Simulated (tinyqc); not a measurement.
Inside a calculation: optical transitions of a finite quantum well. Values are carried at full precision from step to step, so a last printed digit may differ when a step is redone from the rounded ones.

Each carrier sees a square well of width L with its own depth V and masses m (inside), mb (outside); c = hbar^2/2m0, k = sqrt(m E/c), kappa = sqrt(mb (V - E)/c), and level n solves k L + 2 atan[(k/m)/(kappa/mb)] = n pi. The envelope is cos(kz) for odd n and sin(kz) for even n inside, joins exp(-kappa (|z| - L/2)) outside, and is normalised to 1. Excitons and band mixing are left out.

Constants: hbar^2/2m0 = 3.80998211 eV angstrom^2; hc = 1239.841984 eV nm; fine-structure constant alpha = 0.007297352564.

Inputs chosen for the exercise (near those of an InGaAs well in InAlAs; shifted at random, so the results belong to these values and not to a real crystal):
```
symbol  value   unit         meaning
L       83      angstrom     well width
Eg      0.797   eV           gap of the well
Vc      0.52    eV           conduction offset
Vv      0.217   eV           valence offset
me      0.0408  m0           electron, well
meb     0.0738  m0           electron, barrier
mh      0.393   m0           heavy hole along z, well
mhb     0.392   m0           heavy hole, barrier
ml      0.0507  m0           light hole along z, well
mlb     0.0889  m0           light hole, barrier
Ns      0.39    x 1e12/cm^2  electrons in e1
n_r     3.34                 refractive index
G       20      meV          half width of the line
```

## Confinement energies

Up to three levels for each carrier.

Levels:
```
level  E (eV)  k (1/angstrom)  kappa (1/angstrom)
e1     0.0655         0.02648             0.09383
e2     0.2634         0.05311             0.07050
hh1    0.0103         0.03257             0.14584
hh2    0.0408         0.06490             0.13463
hh3    0.0905         0.09664             0.11406
lh1    0.0428         0.02386             0.06376
lh2    0.1676         0.04723             0.03395
```

## Interband transitions

From e1 and e2 to each hole level: E = Eg + E_e + E_h, wavelength hc/E, squared overlap of the envelopes, and the strength |<S|p|v>|^2 in units of P^2 at the subband edge: overlap^2 times 1/2 (hh) or 1/6 (lh) for light polarised in the plane (TE), times 0 (hh) or 2/3 (lh) along z (TM).

Transitions:
```
pair    E (eV)  wavelength (nm)  overlap^2      TE      TM
e1-hh1  0.8728           1420.6     0.9731  0.4865  0.0000
e1-hh2  0.9033           1372.6     0.0000  0.0000  0.0000
e1-lh1  0.9052           1369.6     0.9905  0.1651  0.6604
e1-hh3  0.9530           1301.0     0.0168  0.0084  0.0000
e1-lh2  1.0301           1203.6     0.0000  0.0000  0.0000
e2-hh1  1.0707           1158.0     0.0000  0.0000  0.0000
e2-hh2  1.1012           1125.9     0.9118  0.4559  0.0000
e2-lh1  1.1031           1123.9     0.0000  0.0000  0.0000
e2-hh3  1.1509           1077.3     0.0000  0.0000  0.0000
e2-lh2  1.2280           1009.7     0.9217  0.1536  0.6145
```

The edge is e1-hh1 at 1421 nm. Pairs of opposite parity vanish exactly; e1-hh3 is allowed by parity and reaches 0.0168, only because the two envelopes leak differently into the barriers.

## Intersubband transitions from e1

z_1j = <1|z|j>; 1/m1 = <1|1/m|1>; f_1j = (m1/c)(E_j - E_1) z_1j^2, which sums to 1 over all bound and continuum states.

Transitions:
```
pair  E (meV)  wavelength (micrometre)  |z| (angstrom)       f
1-2     197.9                     6.26           21.26  0.9744
```

m1 = 0.0415 m0
sum of f over bound states = 0.9744

The continuum carries the remaining 0.0256. With hard walls z_12 = 16 L/(9 pi^2) = 14.95 angstrom and f_12 = 256/(27 pi^2) = 0.9607.

## Absorption of one well

For light polarised along z (a real waveguide or Brewster geometry adds an angle factor), with all electrons in e1 and none in e2, the peak fractional absorption is 4 pi alpha Ns c f_12/(n_r m1 G) and the area under the Lorentzian line is pi G times that, c = hbar^2/2m0; 1e12/cm^2 = 1e-4/angstrom^2. EF - E1 = 2 pi c Ns/m1 at zero temperature.

peak absorption = 0.479 %
area = 30.10 % meV
EF - E1 = 22.5 meV

EF lies below e2, as assumed.

## Checks

- Sum of f over all levels of a difference grid (60 cells across the well) against 1: 0.999 against 1.000.
- The strength f_12 on that grid against the matched envelopes: both 0.974.

Computed by tinyqc, a small Python program: `OMP_NUM_THREADS=1 python tinyqc.py 1281478 1281479 out.jsonl` (the numbers bound the seed that draws the inputs); one thread of a shared host (Intel(R) Xeon(R) Processor @ 2.30GHz), about 0.06 s for the whole set of steps.
